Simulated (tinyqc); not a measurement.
Worked calculation: Franz-Keldysh effect at a direct gap. Values are carried at full precision from step to step, so a last printed digit may differ when a step is redone from the rounded ones.

Parabolic bands, vertical transitions, no excitons. For each hole band j: mr = me mj/(me + mj); joint density of states J_j(E) = (mr/c)^(3/2) sqrt(E - Eg)/(2 pi^2), both spins, c = hbar^2/2m0; averaged matrix element |e.p|^2 = m0 Ep/6; alpha_j(E) = 4 pi^2 alpha_f c Ep J_j/(3 nr E) in 1/angstrom (alpha_f the fine-structure constant, listed as alpha among the constants), times 1e8 for 1/cm.

In a field Fd (1 kV/cm = 1e-5 V/angstrom) the electro-optic energy of band j is th = (c (e Fd)^2/mr)^(1/3), and sqrt(E - Eg) in J_j is replaced by pi sqrt(th) [Ai'(b)^2 - b Ai(b)^2] with b = (Eg - E)/th; Ai is the Airy function.

Constants: hbar^2/2m0 = 3.80998211 eV angstrom^2; fine-structure constant alpha = 0.007297352564.

Values chosen for the exercise (near those of InP; the results hold for these values, not for the real material): Eg = 1.336 eV (direct gap); me = 0.0779 m0 (electron mass); mhh = 0.615 m0 (heavy-hole mass); mlh = 0.0864 m0 (light-hole mass); Ep = 20.7 eV (Kane energy); nr = 3.4 (refractive index); Fd = 48 kV/cm (uniform field); E = 1.303 eV (photon energy); L = 280 micrometre (length of a waveguide).

## Electro-optic energy and length

For each hole band give mr, th and the length th/(e Fd).

Scales:
```
hole   mr (m0)  th (meV)  length (angstrom)
heavy  0.06914    23.329               48.6
light  0.04097    27.776               57.9
```

The light-hole pair has th larger by a factor 1.191, the cube root of the ratio of reduced masses.

## Airy factors at E

Ai is the Airy function, th the electro-optic energy of each hole band from the table (its other columns are not needed here), b = (Eg - E)/th with th in eV; the factor takes the place of sqrt(E - Eg) in the joint density of states.

Form b, Ai(b), Ai'(b) and the factor pi sqrt(th) [Ai'^2 - b Ai^2] for each band, beside sqrt(E - Eg) (zero below the gap).

Factors:
```
hole        b    Ai(b)   Ai'(b)  factor (eV^(1/2))  without field
heavy  1.4146  0.08047  -0.1068           0.001082         0.0000
light  1.1881   0.1077  -0.1343           0.002227         0.0000
```

## Absorption with and without the field

Put the factors in place of sqrt(E - Eg) in alpha_j and add the bands; a waveguide of length L changes its transmission by 4.343 (alpha(F) - alpha(0)) L dB.

alpha_j in the field (1/cm): heavy 22.9, light 21.5

alpha(F) = 44.4 1/cm
alpha(0) = 0 1/cm
change of loss = 5.40 dB

Below the gap the field opens a tail where this model has no absorption; excitons and band tails absorb within some 10 to 20 meV of a real edge. Excitons, which add a sharp peak at low field, are left out.

## Checks

- Airy factor at b = -40 against the zero-field limit sqrt(-b): 6.33 against 6.32.

Program tinyqc; command `OMP_NUM_THREADS=1 python tinyqc.py 1680266 1680267 out.jsonl`; about 0.01 s on one thread of a shared Intel(R) Xeon(R) Processor @ 2.30GHz.
